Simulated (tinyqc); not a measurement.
Koster-Slater impurity in a tight-binding band, by Green functions and by supercells: one step, computed by the program tinyqc. Command: `OMP_NUM_THREADS=1 python tinyqc.py 3011725 3011726 out.jsonl kosterslater walk`. One thread of a shared host (Intel(R) Xeon(R) Processor @ 2.30GHz), about 0.05 s of CPU time with the checks.

One orbital per site, e(k) = -2 t sum cos(k_i) over 3 direction(s), band from -6 t to 6 t, lattice constant 1. One site has the extra energy U. Spin is left out.

Problem. Scattering. T = U/(1 - U G0); phase shift delta = -arg(1 - U G0) in (-pi, pi]; host density of states -Im G0/pi; on the impurity -Im[G0/(1 - U G0)]/pi; lifetime of a band state hbar/(-2 c Im T).

Inputs (values chosen for the exercise, for a model band): impurity potential U = -16.2 eV; impurity concentration c = 0.004 per site.

Lattice: simple cubic.

G0(E + i eta) = -0.1106157-0.2290814i 1/eV

Constants: hbar = 6.582119569e-16 eV s.

Give: T matrix; phase shift delta; host density of states; density of states on the impurity; scattering lifetime.

Solution.

T matrix = 0.891-4.175i eV

phase shift delta = 1.781 rad

host density of states = 0.07292 1/eV

density of states on the impurity = 0.005064 1/eV

scattering lifetime = 19.71 fs

The Born approximation would take Im T = U^2 Im G0 = -60.1 eV, 14.4 times the full value.
